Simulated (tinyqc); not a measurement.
Front-illuminated p-i-n photodiode, quantum efficiency and bandwidth: two steps of the calculation.

Light enters through a p layer (0 to xp), a depleted layer (xp to xp + wi) and a thick n substrate, decaying as exp(-al x); one pass, no back reflection. Carriers made in the depleted layer are all collected; those in the neutral layers diffuse.

Inputs (values chosen for the exercise); values close to those of silicon at this wavelength:
- lam = 532 nm (wavelength)
- al = 7780 1/cm (absorption coefficient)
- Rf = 0.02 (reflectance of the front face)
- eps_r = 11.1 (relative permittivity)
- xp = 0.069 um (thickness of the front p layer)
- wi = 2.3 um (thickness of the depleted layer)
- Dn = 12 cm^2/s (electron diffusion coefficient in the p layer)
- Ln = 1.1 um (electron diffusion length in the p layer)
- S = 800 cm/s (recombination velocity of the front surface)
- Lp = 5.2 um (hole diffusion length in the thick n substrate)
- ve = 9.65e6 cm/s (electron drift velocity)
- vh = 6.93e6 cm/s (hole drift velocity)
- dia = 12 um (diameter)
- RL = 50 ohm (load resistance)
- Cp = 6 fF (parasitic capacitance)
- f = 20 GHz (modulation frequency)

Constants: q = 1.602176634e-19 C, h = 6.62607015e-34 J s, c = 299792458 m/s, eps0 = 8.8541878128e-14 F/cm where lengths are in cm. Results are converted to the units shown.

Task 1. Quantum efficiency. k = al Ln, s = S Ln/Dn, e = exp(-al xp); front layer f1 = (k/(k^2 - 1)) {[s + k - e (s cosh(xp/Ln) + sinh(xp/Ln))]/[s sinh(xp/Ln) + cosh(xp/Ln)] - k e}; depleted layer f2 = e (1 - exp(-al wi)); substrate f3 = e exp(-al wi) al Lp/(1 + al Lp); external efficiency (1 - Rf)(f1 + f2 + f3); responsivity = efficiency q lam/(h c).

Give: s; f1; f2; f3; external efficiency; responsivity.

Result 1.

s = 0.007333
f1 = 0.05219
f2 = 0.7894
f3 = 0.1269
external efficiency = 0.9492
responsivity = 0.4073 A/W

The front layer absorbs 5.23 % of the light that enters and collects 99.8 % of that. Diffusion from the neutral layers makes up 18.5 % of the current.

Task 2. Response at one frequency. Drift response for pairs made in the depleted layer, a = al wi, g = 1 - exp(-a), u = 2 pi i f, te = wi/ve, th = wi/vh: electrons He = [g - a (exp(-a) - exp(-u te))/(u te - a)]/(u te g), holes Hh = [g - a (1 - exp(-a - u th))/(a + u th)]/(u th g); C = eps0 eps_r pi (dia/2)^2/wi + Cp; total |He + Hh|/sqrt(1 + (2 pi f RL C)^2), for the current of the depleted layer alone.

Give: te; th; He; Hh; |He + Hh|; C; total response.

Result 2.

te = 23.83 ps
th = 33.19 ps
He = 0.2195-0.4300i
Hh = 0.1197-0.2061i
|He + Hh| = 0.7209
C = 10.83 fF
total response = 0.7192

The drift response alone falls to 1/sqrt(2) at 20.6 GHz and the RC term alone at 294 GHz; together they give 20.5 GHz.

Computed by the program tinyqc: `OMP_NUM_THREADS=1 python tinyqc.py 2250021 2250022 out.jsonl`, one thread of a shared Intel Xeon 2.30GHz, about 0.01 s for the whole run.
